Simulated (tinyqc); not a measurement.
Inside a calculation. Model: ballistic transport through the one-dimensional subbands of a rectangular nanowire or nanosheet channel. Computed by tinyqc, a small Python program that keeps every step. Command: `OMP_NUM_THREADS=1 python tinyqc.py 3025875 3025876 out.jsonl wire walk`. One thread of a shared host (Intel(R) Xeon(R) Processor @ 2.30GHz), about 0.02 s of CPU time with the checks. Intermediate numbers are printed to about 5 digits and carried at full precision; extremes and crossings named in words are read from the listed rows.

Hard walls, parabolic subbands, transport along x. Energies are counted from the bulk conduction band edge at the top of the barrier, which the gate pulls down by U; the source Fermi level lies at the bulk edge when U = 0.

Inputs (values chosen for the exercise, modelled on silicon):
```
quantity                                   value  unit
light mass m_t                              0.19   m_0
heavy mass m_l                             0.931   m_0
height a                                     3.2    nm
width b                                      5.5    nm
equivalent oxide thickness t                   2    nm
gate voltage above flat band V_G            0.94     V
drain voltage V_D                           0.01     V
temperature T                                 77     K
mean free path for back-scattering lambda     48    nm
channel length L                             160    nm
```

Valleys: silicon [100] wire.

Constants: hbar^2/(2 m_0) = 3.80998212 eV angstrom^2; k_B = 8.617333262e-05 eV/K; m_0 = 9.1093837015e-31 kg; k_B = 1.380649e-23 J/K; hbar = 1.054571817e-34 J s; eps_0 = 8.8541878128e-12 F/m; e = 1.602176634e-19 C; h = 6.62607015e-34 J s.

## Subbands

E_pq = (hbar^2 pi^2/2)(p^2/(m_y b^2) + q^2/(m_z a^2)); valley pairs: (m_x, m_y, m_z) = (m_t, m_t, m_l), (m_t, m_l, m_t), (m_l, m_t, m_t), each with degeneracy g = 2; the 10 lowest subbands are kept.

Subbands:
```
valley axis  p  q  E (meV)  m_x (m_0)
z            1  1   104.87      0.190
y            1  1   206.62      0.190
z            1  2   223.20      0.190
y            2  1   246.68      0.190
x            1  1   258.70      0.931
z            2  1   301.14      0.190
y            3  1   313.44      0.190
y            4  1   406.90      0.190
z            2  2   419.47      0.190
z            1  3   420.41      0.190
```

The second subband lies 101.8 meV, or 15.34 k_B T, above the first; the lowest belongs to the valleys with the heavy mass across the height.

## Self-consistent barrier

F_j(eta) = (1/Gamma(j + 1)) int_0^infinity x^j/(1 + exp(x - eta)) dx, F_0 = ln(1 + exp(eta)). Integrals over x = E/(k_B T) use 160 Gauss-Legendre points in u = sqrt(x) from 0 to sqrt(max(eta, 0) + 32). With degeneracy g = 2, eta_i = (U - E_i)/(k_B T) and u = e V_D/(k_B T): line density n = sum_i g sqrt(2 m_x k_B T/pi)/(2 hbar) [F_-1/2(eta_i) + F_-1/2(eta_i - u)]; gate: e n = C_ox (V_G - U/e), C_ox = 3.9 eps_0 2 (a + b)/t (flat-plate estimate); I = (2 e k_B T/h) sum_i g [F_0(eta_i) - F_0(eta_i - u)].

C_ox = 300.42 aF/micrometre

U = 224.11 meV

Occupation:
```
subband    eta_i  n_i (1/nm)  I_i (microampere)
1         17.970  9.5943e-01         1.5496e+00
2          2.635  2.8760e-01         1.3325e+00
3          0.137  8.9727e-02         5.5277e-01
4         -3.402  4.0936e-03         2.6131e-02
5         -5.213  1.5063e-03         4.3443e-03
6        -11.610  1.1378e-06         7.2642e-06
7        -13.463  1.7832e-07         1.1385e-06
8        -27.549  1.3608e-13         8.6882e-13
9        -29.443  2.0473e-14         1.3071e-13
10       -29.585  1.7765e-14         1.1342e-13
```

line density n = 1.3424 1/nm

ballistic current I = 3.4653 microampere

mean velocity I/(e n) = 0.16113 1e7 cm/s

3 of the subbands lie below the source Fermi level; the lowest carries 45 % of the current with 71 % of the charge. The gate spends 24 % of V_G on moving the bands.

## Conductance, capacitance and scattering

Linear conductance G = (2 e^2/h) sum_i g f(eta_i), g = 2, f = 1/(1 + exp(-eta_i)), with the barrier frozen at the eta_i above; current per perimeter I/(2(a + b)); with scattering, transmission lambda/(lambda + L) and low-bias resistance (1 + L/lambda)/G.

open modes sum g f = 5.0099

ballistic conductance = 388.17 microsiemens

current per perimeter = 199.16 microampere/micrometre

transmission = 0.23077

low-bias resistance with scattering = 11.163 kiloohm

Even without scattering the wire has h/(2 e^2 M) = 2.58 kiloohm, which sits in the contacts.

## Gate sweep

Open modes are sum_i g/(1 + exp(-eta_i)). The last column is e dn/dV_G over C_ox, taken up to the next row.

Against the gate voltage:
```
V_G (V)  U (meV)    n (1/nm)  I (microampere)  open modes    C_g/C_ox
-0.200   -200.00  1.3933e-21       8.8957e-21  2.2228e-20  5.2755e-14
-0.095    -95.00  1.0387e-14       6.6314e-14  1.6570e-13  3.2995e-06
0.025      25.00  7.4241e-07       4.7400e-06  1.1844e-05  3.5888e-01
0.150     105.14  8.4117e-02       5.2043e-01  1.0205e+00  8.6039e-01
0.250     119.10  2.4545e-01       1.2273e+00  1.7904e+00  8.5963e-01
0.380     137.35  4.5499e-01       1.5232e+00  1.9852e+00  7.9996e-01
0.520     165.35  6.6499e-01       1.5509e+00  2.0041e+00  7.8003e-01
0.680     200.55  8.9901e-01       1.8352e+00  2.6377e+00  8.9834e-01
0.850     217.83  1.1854e+00       2.9442e+00  4.3344e+00  9.3595e-01
1.100     233.85  1.6241e+00       4.2413e+00  5.9316e+00           -
```

Between the first two rows the current rises one decade per 15 mV, against the limit ln(10) k_B T/e = 15 mV. Above threshold C_g/C_ox lies between 0.78 and 0.94: the quantum capacitance in series costs little, since heavy or many subbands hold the charge. It dips where a subband has filled past its van Hove peak and recovers when the next one opens or the drain starts to fill the band.

Checks made by the program: density of the lowest subband against a direct sum over k (relative difference 1e-09).
